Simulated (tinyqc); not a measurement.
Velocity against current: domain walls in a thin film with perpendicular anisotropy: Bloch, Neel and chiral walls, motion and stripe domains. Computed by tinyqc, a small Python program. Command: `OMP_NUM_THREADS=1 python tinyqc.py 3002282 3002283 out.jsonl mwall walk`. One thread of a shared host (Intel(R) Xeon(R) Processor @ 2.30GHz), about 0.01 s of CPU time with the checks.

One-dimensional wall: polar angle theta(x), azimuth phi of the moment in the wall (phi = 0 Neel, 90 degrees Bloch). mu_0 = 1.25663706212e-6 T m/A, gamma = 1.76085963023e11 rad/(s T).

Inputs (values chosen for the exercise, for a model film):
```
quantity,value,unit
saturation magnetisation M_s,1370,kA/m
exchange stiffness A,24,pJ/m
uniaxial anisotropy K_u,1600,kJ/m^3
DMI constant D,0.53,mJ/m^2
thickness t,2.1,nm
damping alpha,0.024,-
current density J,3,1e12 A/m^2
spin Hall angle theta_SH,0.33,-
```

Drive: spin-orbit torque.

Constants: hbar = 1.054571817e-34 J s; e = 1.602176634e-19 C.

Method:
- K_eff = K_u - mu_0 M_s^2/2; Delta = sqrt(A/K_eff); sigma_0 = 4 sqrt(A K_eff); profile theta = 2 arctan exp(x/Delta); quality factor Q = 2 K_u/(mu_0 M_s^2).
- sigma(phi) = sigma_0 + 2 Delta K_D cos^2(phi) - pi D cos(phi), with the wall shape anisotropy K_D = N_x mu_0 M_s^2/2, N_x = t ln 2/(pi Delta). The minimum has cos(phi) = D/D_N for D < D_N = 4 Delta K_D/pi and phi = 0 beyond; sigma turns negative at D_c = (sigma_0 + 2 Delta K_D)/pi.
- Spin-orbit drive: B_SL = hbar theta_SH J/(2 e M_s t) acts as the field (pi/2) B_SL cos(phi). Steady state: v = (gamma Delta/alpha)(pi/2) B_SL cos(phi) = gamma Delta [B_D sin(phi) - (B_K/2) sin(2 phi)], B_K = 2 K_D/M_s, B_D = pi D/(2 M_s Delta); the root with phi between its rest value and 90 degrees; v saturates at v_D = gamma Delta B_D.

K_D = 72.3438 kJ/m^3

width parameter Delta = 7.55292 nm

azimuth phi = 40.3755 degrees

saturation velocity v_D = 107.004 m/s

Steady motion:
```
J (1e12 A/m^2),B_SL (mT),phi (degrees),v (m/s),v at fixed rest phi (m/s)
0.02,0.75,60.320,32.54,50
0.05,1.89,70.150,55.79,125
0.10,3.77,77.054,73.62,250
0.20,7.55,82.348,87.51,501
0.50,18.87,86.566,98.41,1252
1.00,37.75,88.211,102.57,2503
2.00,75.50,89.087,104.75,5007
5.00,188.75,89.630,106.09,12516
```

What does the comparison show, and why?

The linear law holds to 5 % in 0 of the eight rows; in the last row v is 99.2 % of v_D = pi gamma D/(2 M_s), which depends on neither alpha nor theta_SH. Caution: pinning, heating and tilting of the wall are left out.

Extremes, crossings and ranges named in words are read from the listed rows.
